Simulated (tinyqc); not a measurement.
What moves the moment: Stoner model of a band ferromagnet.

Density of states per atom and spin: triangular, D(e) = (4 M/W^2) (W/2 - |e|). Levels e -/+ I m/2 for up and down spin, m = n_up - n_down, n_up + n_down = nd. At zero temperature e(N) is the energy below which N states lie, and E(m) = sum over spins of integral e D de - I m^2/4.

Values chosen for the exercise: W = 5.5 eV (band width, e from -W/2 to W/2); M = 5 (states per atom and spin); nd = 9.03 (electrons per atom); I = 1.1 eV (Stoner parameter).

Lowest state for each case. Each row changes one parameter from the base and keeps the others.

Results:

| case | I D(EF) | m (muB) | E - E(0) (meV) |
|---|---|---|---|
| base | 0.881 | 0.000 | 0.0 |
| W = 5.06 eV | 0.958 | 0.000 | 0.0 |
| I = 1.188 eV | 0.951 | 0.000 | 0.0 |
| nd = 8.73 | 1.008 | 0.316 | -0.1 |

The largest shifts from the base row, up to three for each result and ties (the steps differ in size, so this ranks the rows, not the parameters). I D(EF): nd +0.127, W +0.077, I +0.070. m (muB): nd +0.316; unchanged at the printed digits by W and I. E - E(0) (meV): nd -0.1; unchanged at the printed digits by W and I.

(tinyqc, `OMP_NUM_THREADS=1 python tinyqc.py 1681925 1681926 out.jsonl`, Intel(R) Xeon(R) Processor @ 2.30GHz, 1 thread, shared host, about 0.2 s.)
